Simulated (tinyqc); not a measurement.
## Front-illuminated p-i-n photodiode, quantum efficiency and bandwidth: efficiency and bandwidth against the thickness of the depleted layer

Light enters through a p layer (0 to xp), a depleted layer (xp to xp + wi) and a thick n substrate, decaying as exp(-al x); one pass, no back reflection. Carriers made in the depleted layer are all collected; those in the neutral layers diffuse.

k = al Ln, s = S Ln/Dn, e = exp(-al xp); front layer f1 = (k/(k^2 - 1)) {[s + k - e (s cosh(xp/Ln) + sinh(xp/Ln))]/[s sinh(xp/Ln) + cosh(xp/Ln)] - k e}; depleted layer f2 = e (1 - exp(-al wi)); substrate f3 = e exp(-al wi) al Lp/(1 + al Lp); external efficiency (1 - Rf)(f1 + f2 + f3); responsivity = efficiency q lam/(h c). Drift response for pairs made in the depleted layer, a = al wi, g = 1 - exp(-a), u = 2 pi i f, te = wi/ve, th = wi/vh: electrons He = [g - a (exp(-a) - exp(-u te))/(u te - a)]/(u te g), holes Hh = [g - a (1 - exp(-a - u th))/(a + u th)]/(u th g); C = eps0 eps_r pi (dia/2)^2/wi + Cp; total |He + Hh|/sqrt(1 + (2 pi f RL C)^2), for the current of the depleted layer alone. Limits are the frequencies at which each factor falls to 1/sqrt(2); inverse-square sum (f_transit^-2 + f_RC^-2)^(-1/2); the diffusion currents f1 and f3 are left out of the bandwidth.

Parameters, values chosen for the exercise; values close to those of silicon at this wavelength: wavelength lam = 850 nm; absorption coefficient al = 560 1/cm; reflectance of the front face Rf = 0.05; relative permittivity eps_r = 11.4; thickness of the front p layer xp = 0.25 um; electron diffusion coefficient in the p layer Dn = 11 cm^2/s; electron diffusion length in the p layer Ln = 1.3 um; recombination velocity of the front surface S = 2000 cm/s; hole diffusion length in the thick n substrate Lp = 10 um; electron drift velocity ve = 1.02e7 cm/s; hole drift velocity vh = 6.78e6 cm/s; diameter dia = 180 um; load resistance RL = 50 ohm; parasitic capacitance Cp = 20 fF.

Constants: q = 1.602176634e-19 C, h = 6.62607015e-34 J s, c = 299792458 m/s, eps0 = 8.8541878128e-14 F/cm where lengths are in cm. Results are converted to the units shown.

Results:

| wi (um) | f2 | f1 + f3 | responsivity (A/W) | transit limit (GHz) | RC limit (GHz) | 3 dB bandwidth (GHz) | inverse-square sum (GHz) | bandwidth x (1 - Rf) f2 (GHz) |
|---|---|---|---|---|---|---|---|---|
| 3.8 | 0.1890 | 0.2998 | 0.3184 | 11.65 | 4.574 | 4.162 | 4.257 | 0.7474 |
| 6.3 | 0.2931 | 0.2625 | 0.3619 | 7.099 | 7.442 | 4.896 | 5.137 | 1.363 |
| 11 | 0.4535 | 0.2049 | 0.4288 | 4.140 | 12.56 | 3.856 | 3.932 | 1.661 |
| 18 | 0.6262 | 0.1429 | 0.5009 | 2.594 | 19.56 | 2.561 | 2.571 | 1.524 |
| 30 | 0.8023 | 0.07968 | 0.5744 | 1.610 | 30.14 | 1.607 | 1.608 | 1.225 |
| 50 | 0.9261 | 0.03523 | 0.6261 | 0.9974 | 44.60 | 0.9971 | 0.9972 | 0.8773 |
| 85 | 0.9777 | 0.01673 | 0.6476 | 0.5894 | 63.39 | 0.5893 | 0.5893 | 0.5473 |
| 240 | 0.9861 | 0.01370 | 0.6512 | 0.1948 | 103.7 | 0.1948 | 0.1948 | 0.1825 |

Estimate the missing row, wi = 140 um.

Computed row:

| wi (um) | f2 | f1 + f3 | responsivity (A/W) | transit limit (GHz) | RC limit (GHz) | 3 dB bandwidth (GHz) | inverse-square sum (GHz) | bandwidth x (1 - Rf) f2 (GHz) |
|---|---|---|---|---|---|---|---|---|
| 140 | 0.9857 | 0.01384 | 0.6510 | 0.3468 | 83.01 | 0.3468 | 0.3468 | 0.3248 |

With this row back in the table: As wi goes from 3.8 to 240, the responsivity rises from 0.318 to 0.651 A/W and the bandwidth goes from 4.16 through a maximum of 4.90 (at wi = 6.3 among the rows listed) to 0.195 GHz. The RC limit is the lower one for wi = 3.8, the transit limit elsewhere. Adding inverse squares of the two limits is within 4.9 % of the full result. The product of bandwidth and fast efficiency goes from 0.747 through a maximum of 1.66 (at wi = 11 among the rows listed) to 0.182 GHz. For wi = 3.8, 6.3, 11 the diffusion currents exceed 0.3 of the drift current; their own response times, left out, may then shape the whole response.

Program tinyqc, `OMP_NUM_THREADS=1 python tinyqc.py 2250116 2250117 out.jsonl`; Intel Xeon 2.30GHz, shared host, one thread, about 0.01 s.
